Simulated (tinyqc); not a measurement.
Temperature: Wannier exciton and Elliott formula.

Saha balance n^2/n_x = K = (mu kB T/(4 pi c))^(3/2) exp(-Ry*/kB T) with n + n_x = N, 1s excitons only, equal spin counts for excitons and free pairs; free share f = 2/(1 + sqrt(1 + 4N/K)); c = hbar^2/2m0, Ry* = Ry mu/eps^2, 1/mu = 1/me + 1/mh, 1/angstrom^3 = 1e24/cm^3.

Constants: hbar^2/2m0 = 3.80998211 eV angstrom^2; kB = 8.617333262e-05 eV/K; Ry = 13.60569312 eV.

Inputs chosen for the exercise (near those of Ge at its direct gap; shifted at random, so the results belong to these values and not to a real crystal): me = 0.037 m0 (electron mass); mh = 0.128 m0 (hole mass); eps = 15.9 (dielectric constant); N = 0.031 x 1e16/cm^3 (density of pairs).

The balance at fixed N.

Ionisation:
```
T (K)  kB T/Ry*  K (1e16/cm^3)  free share
10        0.558        0.00618       0.358
40        2.231          0.190       0.875
77        4.295          0.629       0.955
150       8.368           1.91       0.984
300      16.736           5.75       0.995
```

Give the missing row, T (K) = 20.

Computed row:
```
T (K)  kB T/Ry*  K (1e16/cm^3)  free share
20        1.116         0.0429       0.673
```

Half the pairs are free between 10 and 20 K, where K passes N/2; kB T = Ry* falls at 18 K. The free share goes from 0.358 to 0.995. A lower density ionises at a lower temperature, since free pairs gain entropy.

Run: tinyqc, `OMP_NUM_THREADS=1 python tinyqc.py 1280090 1280091 out.jsonl`; Intel(R) Xeon(R) Processor @ 2.30GHz, one thread, shared host; about 0.01 s of CPU time with all checks.
